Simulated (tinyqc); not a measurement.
Shortcuts against the integral: sheet resistance and Hall data of a diffused or implanted layer. Computed by tinyqc, a small Python program. Command: `OMP_NUM_THREADS=1 python tinyqc.py 3013124 3013125 out.jsonl layer walk`. One thread of a shared host (Intel(R) Xeon(R) Processor @ 2.30GHz), about 0.01 s of CPU time with the checks.

Carriers are taken equal to the net active doping down to the junction (full ionisation, which deep dopants in wide-gap hosts do not reach; no spill-over, no depletion), and the Hall factor is 1.

Inputs (values chosen for the exercise, modelled on arsenic in silicon):
```
quantity                                 value        unit
mu_min                                    52.7  cm^2/(V s)
mu_max                                    1440  cm^2/(V s)
N_ref                                  9.3e+16      1/cm^3
exponent alpha                            0.68           -
peak concentration N_0                 7.5e+18      1/cm^3
length scale l                              28          nm
background doping N_B (opposite type)  9.3e+15      1/cm^3
```

Profile: complementary error function. Activation: complete.

Constants: e = 1.602176634e-19 C.

Method:
- N(x) = N_0 erfc(x/l), dose N_0 l/sqrt(pi), junction x_j = l erfc^-1(N_B/N_0).
- Mobility mu = mu_min + (mu_max - mu_min)/(1 + (N_t/N_ref)^alpha), N_t = active doping + N_B; carriers n = active doping - N_B, all dopants active.
- Integrals from x_0 (0 unless stated) to x_j by the midpoint rule on 400 even intervals: 1/R_s = e int n mu dx; sheet density n_s = int n dx; Hall sheet density (int n mu dx)^2/int n mu^2 dx; Hall mobility int n mu^2 dx/int n mu dx.
- Mean conductivity 1/(R_s x_j); mean mobility 1/(e n_s R_s).
- Shortcuts: R_s = 1/(e Q mu) with the dose Q and the mobility at the (active) peak concentration; 1/(e n_s mu) with mu at N_t = n_s/x_j + N_B; 1/(e Q mu_max).

sheet resistance R_s = 3086.87 ohm

dose = 1.18480e+13 1/cm^2

sheet density n_s = 1.17836e+13 1/cm^2

junction depth x_j = 63.9412 nm

Sheet resistances:
```
method                                   R_s (ohm)  deviation (%)
integral                                    3086.9          0.000
dose, mobility at the peak                  4413.1         42.964
n_s, mobility at the mean concentration     2485.0        -19.497
dose, mu_max                                 365.8        -88.149
```

The closest shortcut is «n_s, mobility at the mean concentration» (-19.5 %). The peak mobility is the lowest in the layer, so with full activation it overestimates R_s.

Extremes, crossings and ranges named in words are read from the listed rows.
